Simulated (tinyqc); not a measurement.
Worked calculation: plane-wave Kohn-Sham cycle with exchange-only LDA in a layered model solid. One step of it, computed by the program tinyqc.

Task: Iteration 1: potential. V_H(G) = 4 pi rho(G)/G^2 for G != 0 (uniform background); v_x = -(3 rho/pi)^(1/3); V = V_ext + V_H + v_x; Fourier components f(G_m) = (1/N) sum_j f(x_j) exp(-i G_m x_j).

A solid whose potential varies along x alone (atomic units):
```
parameter                      value
period a                   15.100000
cross-section of the cell  33.000000
electrons per cell                 2
grid points                       16
plane waves -n..n, n               2
k points                           3
V1 in V1 cos(2 pi x/a)     -0.400000
```

density at the start, on the grid x_j = j a/N (e/bohr^3): 0.00401365  0.00401365  0.00401365  0.00401365  0.00401365  0.00401365  0.00401365  0.00401365  0.00401365  0.00401365  0.00401365  0.00401365  0.00401365  0.00401365  0.00401365  0.00401365

Give: Potentials on the grid; V(G_m), m = 0, 1, 2, ....

Result:

Potentials on the grid (hartree):
```
x          V_ext     V_H      v_x        V
0.0000   -0.4000  0.0000  -0.1565  -0.5565
0.9437   -0.3696  0.0000  -0.1565  -0.5260
1.8875   -0.2828  0.0000  -0.1565  -0.4393
2.8312   -0.1531  0.0000  -0.1565  -0.3096
3.7750         0  0.0000  -0.1565  -0.1565
4.7188    0.1531  0.0000  -0.1565  -0.0034
5.6625    0.2828  0.0000  -0.1565   0.1263
6.6063    0.3696  0.0000  -0.1565   0.2131
7.5500    0.4000  0.0000  -0.1565   0.2435
8.4938    0.3696  0.0000  -0.1565   0.2131
9.4375    0.2828  0.0000  -0.1565   0.1263
10.3812   0.1531  0.0000  -0.1565  -0.0034
11.3250        0  0.0000  -0.1565  -0.1565
12.2688  -0.1531  0.0000  -0.1565  -0.3096
13.2125  -0.2828  0.0000  -0.1565  -0.4393
14.1562  -0.3696  0.0000  -0.1565  -0.5260
```

V(G_m), m = 0, 1, 2, ... (hartree): -0.1565  -0.2000  0.0000  0.0000  0.0000
